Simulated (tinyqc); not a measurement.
One electron in a tunnel-coupled double dot: charge qubit, sensing and quantum capacitance: one step of the calculation.

Basis (left, right), H = [[ep/2, tc], [tc, -ep/2]], splitting Om = sqrt(ep^2 + 4 tc^2), ep = al times the gate voltage. In equilibrium the electron is on the right with the chance P_R = [1 + (ep/Om) tanh(Om/2 kB T)]/2.

Problem. Capacitance seen by a resonator. q^2 al^2 dP_R/d(ep) splits into Cq = q^2 al^2 (2 tc^2/Om^3) tanh(Om/2 kB T) and Ct = q^2 al^2 (ep/Om)^2/(4 kB T cosh^2(Om/2 kB T)); Ct appears only if relaxation is faster than the drive. A resonator of frequency f0, capacitance Cp and quality factor Q shifts by df = -f0 Cq/(2 Cp) and its phase by -2 Q Cq/Cp.

Inputs (values chosen for the exercise): tunnel coupling tc = 14 ueV; electron temperature T = 0.03 K; lever arm of the gate on the detuning al = 0.15 eV/V; parasitic capacitance of the resonator Cp = 0.62 pF; resonator frequency f0 = 234 MHz; loaded quality factor Q = 93; detuning ep = 39 ueV.

Constants: q = 1.602176634e-19 C, kB = 1.380649e-23 J/K, Vt = kB T/q. Results are converted to the units shown.

Wanted: Cq; Ct; df; phase shift.

Solution.

Cq = 12.77 aF
Ct = 7.915e-6 aF
df = -2.410 kHz
phase shift = -219.5 millidegree

tinyqc, about 0.01 s, one thread, Intel Xeon 2.30GHz (shared host): `OMP_NUM_THREADS=1 python tinyqc.py 2470042 2470043 out.jsonl`
